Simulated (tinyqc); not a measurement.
# MOSFET with velocity saturation and source resistance: effects of single changes

Strong inversion, charge Q = Cox (Vg - m V) at channel potential V with Vg the gate overdrive, and drift velocity v = mu E/(1 + mu E/vsat). Integrating along the channel gives I = mu Cox (1/L)(Vg Vd - m Vd^2/2)/(1 + Vd/Vc) per width, Vc = vsat L/mu, which peaks at Vdsat. Units: I in uA/um, Rs in ohm um, so the drop over Rs is 1e-6 I Rs volts.

Parameters, values chosen for the exercise:
```
symbol  value        unit                       meaning
Cox      1.62     uF/cm^2              gate capacitance
mu0       120  cm^2/(V s)  mobility at low gate voltage
th          0         1/V          mobility degradation
vsat    7.6e6        cm/s           saturation velocity
m        1.28                               body factor
VT       0.36           V                     threshold
L         0.1          um                channel length
Rs          0      ohm um             source resistance
Vgs       1.5           V                  gate voltage
```

Each table varies one quantity; the others keep the values above.

## Effect of the channel length

Vg = Vgs - I Rs - VT (0 if negative), mu = mu0/(1 + th Vg), Vc = vsat L/mu, x = sqrt(1 + 2 Vg/(m Vc)), Vdsat = 2 Vg/(m (1 + x)), Isat = Cox vsat Vg (x - 1)/(x + 1) per width. I = Isat is solved self-consistently; gm = dI/dVgs; Vdsat is the intrinsic value. The velocity at the source is I/(Cox Vg).

Effect of the channel length:
```
L (um),Vc (V),Vdsat (V),Isat (uA/um),gm (uS/um),velocity at the source/vsat
0.03,0.19000,0.42199,738.53,848.96,0.52618
0.057,0.36100,0.51840,586.60,725.79,0.41793
0.11,0.69667,0.61721,430.88,578.37,0.30699
0.2,1.2667,0.69820,303.25,437.50,0.21606
0.39,2.4700,0.77046,189.37,292.73,0.13492
0.73,4.6233,0.81822,114.10,185.13,0.081295
1.4,8.8667,0.84989,64.191,107.69,0.045734
2.6,16.467,0.86776,36.033,61.634,0.025673
5,31.667,0.87844,19.201,33.232,0.013680
```

What does the comparison show?

As L goes from 0.03 to 5 um, Isat falls from 739 to 19.2 uA/um, Vdsat rises from 0.422 to 0.878 V and gm falls from 849 to 33.2 uS/um; the velocity at the source goes from 0.53 to 0.014 of vsat. Isat goes as L^(-0.36) between the first two rows and as L^(-0.96) between the last two. For L = 0.03 to 0.057 um the channel is so short that velocity overshoot and near-ballistic transport, left out here, matter.

## Effect of the gate voltage

Same model as above.

The same in every row: Vc (V) = 0.6333.

Results:
```
Vgs (V),Vdsat (V),Isat (uA/um),gm (uS/um),velocity at the source/vsat
0.51,0.1080,14.51,179.3,0.07855
0.77,0.2649,87.31,363.1,0.1730
1.04,0.4030,202.1,478.8,0.2414
1.3,0.5205,337.1,555.4,0.2912
1.57,0.6310,495.4,614.5,0.3325
2.1,0.8237,844.2,696.0,0.3940
2.36,0.9095,1029,725.8,0.4179
```

Estimate the missing row, Vgs = 1.83 V.

Computed row:
```
Vgs (V),Vdsat (V),Isat (uA/um),gm (uS/um),velocity at the source/vsat
1.83,0.7289,661.1,658.8,0.3653
```

With this row back in the table: As Vgs goes from 0.51 to 2.36 V, Isat rises from 14.5 to 1030 uA/um, Vdsat rises from 0.108 to 0.909 V and gm rises from 179 to 726 uS/um; the velocity at the source goes from 0.079 to 0.42 of vsat. Against the overdrive Vgs - VT the current goes with exponent 1.78 at the start and 1.42 at the end (2 for the square law). With vsat made a thousand times larger the last exponent would be 2.00, which is what th and Rs alone leave. At Vgs = 2.36 V the channel charge passes 3 uC/cm^2, near what a silicon dioxide gate withstands.

## Effect of the mobility at low gate voltage

Same model as above.

Effect of the mobility at low gate voltage:
```
mu0 (cm^2/(V s)),Vc (V),Vdsat (V),Isat (uA/um),gm (uS/um),velocity at the source/vsat
50,1.5200,0.72007,268.79,395.77,0.19150
81,0.93827,0.65912,364.84,508.02,0.25994
130,0.58462,0.59145,471.49,619.18,0.33592
210,0.36190,0.51879,585.99,725.26,0.41750
350,0.21714,0.44160,707.64,825.35,0.50417
570,0.13333,0.37192,817.45,906.29,0.58241
920,0.082609,0.30978,915.37,972.00,0.65217
1500,0.050667,0.25399,1003.3,1026.4,0.71482
```

What does the table show?

As mu0 goes from 50 to 1500 cm^2/(V s), Isat rises from 269 to 1000 uA/um, Vdsat falls from 0.720 to 0.254 V and gm rises from 396 to 1030 uS/um; the velocity at the source goes from 0.19 to 0.71 of vsat. Isat goes as mu0^(0.63) between the first two rows and as mu0^(0.19) between the last two.

Program tinyqc, `OMP_NUM_THREADS=1 python tinyqc.py 2500113 2500114 out.jsonl`; Intel Xeon 2.30GHz, shared host, one thread, about 0.01 s.
